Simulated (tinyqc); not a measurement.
Worked calculation: G0W0 on RHF in the sto-6g basis, for H4, spin multiplicity 1. One step of it, computed by the program tinyqc.

Problem. Screening: direct RPA. With D = e_a - e_i and K = (ia|jb): diagonalise D^(1/2) (D + 4K) D^(1/2) = Z w^2 Z^T; X + Y = D^(1/2) Z w^(-1/2), each column of Z with its largest component positive (the first on a tie); E_c = (sum w - tr (D + 2K)) / 2.

orbital energies (hartree): MO1 -0.622819, MO2 -0.471025, MO3 0.510017, MO4 0.711245

Two-electron integrals over orbitals (pq|rs), unique and non-zero (hartree):
```
p,q,r,s,(pq|rs)
1,1,1,1,0.473246
2,1,2,1,0.191872
2,2,1,1,0.475887
2,2,2,2,0.487753
3,1,3,1,0.099709
3,2,3,2,0.085939
3,3,1,1,0.460908
3,3,2,2,0.466325
3,3,3,3,0.471633
4,1,3,2,0.083919
4,1,4,1,0.081980
4,2,3,1,0.104001
4,2,4,2,0.111847
4,3,2,1,0.189408
4,3,4,3,0.207373
4,4,1,1,0.469398
4,4,2,2,0.480190
4,4,3,3,0.481772
4,4,4,4,0.496185
```

Give: D^(1/2) (D + 4K) D^(1/2); excitation energies w; X + Y; RPA correlation energy.

Solution.

D^(1/2) (D + 4K) D^(1/2) (hartree^2):
```
,1>3,1>4,2>3,2>4
1>3,1.735,0.000,0.000,0.481
1>4,0.000,2.217,0.384,0.000
2>3,0.000,0.384,1.300,0.000
2>4,0.481,0.000,0.000,1.927
```

excitation energies w (hartree): 1.077  1.158  1.524  1.535

X + Y:
```
,1,2,3,4
1>3,0.000,0.765,0.547,0.000
1>4,-0.380,0.000,0.000,0.876
2>3,0.897,0.000,0.000,0.273
2>4,0.000,-0.641,0.681,0.000
```

RPA correlation energy = -0.04778 hartree
